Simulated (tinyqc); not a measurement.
Empirical pseudopotential in a few plane waves, step by step. One step of it, computed by the program tinyqc.

Question. Levels at G. Diagonalise the Hermitian matrix.

H(k) at G (eV), lower triangle (Hermitian):
```
,+0+0+0,-1-1-1,-1-1+1,-1+1-1,-1+1+1,+1-1-1,+1-1+1,+1+1-1,+1+1+1,-2+0+0,+0-2+0,+0+0-2,+0+0+2,+0+2+0,+2+0+0
+0+0+0,0.000000
-1-1-1,2.097308-1.135240i,13.413680
-1-1+1,-2.097308-1.135240i,0.000000+0.884370i,13.413680
-1+1-1,-2.097308-1.135240i,0.000000+0.884370i,0.571439,13.413680
-1+1+1,-2.097308+1.135240i,-0.571439,0.000000+0.884370i,0.000000+0.884370i,13.413680
+1-1-1,-2.097308-1.135240i,0.000000+0.884370i,0.571439,0.571439,0.000000,13.413680
+1-1+1,-2.097308+1.135240i,-0.571439,0.000000+0.884370i,0.000000,0.571439,0.000000+0.884370i,13.413680
+1+1-1,-2.097308+1.135240i,-0.571439,0.000000,0.000000+0.884370i,0.571439,0.000000+0.884370i,0.571439,13.413680
+1+1+1,2.097308+1.135240i,0.000000,-0.571439,-0.571439,0.000000+0.884370i,-0.571439,0.000000+0.884370i,0.000000+0.884370i,13.413680
-2+0+0,0.000000-0.884370i,-2.097308+1.135240i,-2.097308-1.135240i,-2.097308-1.135240i,2.097308-1.135240i,0.663827-0.317482i,-0.663827-0.317482i,-0.663827-0.317482i,-0.663827+0.317482i,17.884906
+0-2+0,0.000000-0.884370i,-2.097308+1.135240i,-2.097308-1.135240i,0.663827-0.317482i,-0.663827-0.317482i,-2.097308-1.135240i,2.097308-1.135240i,-0.663827-0.317482i,-0.663827+0.317482i,0.571439,17.884906
+0+0-2,0.000000-0.884370i,-2.097308+1.135240i,0.663827-0.317482i,-2.097308-1.135240i,-0.663827-0.317482i,-2.097308-1.135240i,-0.663827-0.317482i,2.097308-1.135240i,-0.663827+0.317482i,0.571439,0.571439,17.884906
+0+0+2,0.000000+0.884370i,-0.663827-0.317482i,2.097308+1.135240i,-0.663827+0.317482i,-2.097308+1.135240i,-0.663827+0.317482i,-2.097308+1.135240i,0.663827+0.317482i,-2.097308-1.135240i,-0.571439,-0.571439,0.000000,17.884906
+0+2+0,0.000000+0.884370i,-0.663827-0.317482i,-0.663827+0.317482i,2.097308+1.135240i,-2.097308+1.135240i,-0.663827+0.317482i,0.663827+0.317482i,-2.097308+1.135240i,-2.097308-1.135240i,-0.571439,0.000000,-0.571439,0.571439,17.884906
+2+0+0,0.000000+0.884370i,-0.663827-0.317482i,-0.663827+0.317482i,-0.663827+0.317482i,0.663827+0.317482i,2.097308+1.135240i,-2.097308+1.135240i,-2.097308+1.135240i,-2.097308-1.135240i,0.000000,-0.571439,-0.571439,0.571439,0.571439,17.884906
```

Give: eigenvalues.

Answer.

eigenvalues (eV): -3.8959  8.6508  8.6508  8.6508  11.8092  13.3893  13.3893  13.3893  16.7420  16.7420  18.0417  21.5293  21.5293  21.5293  24.4716
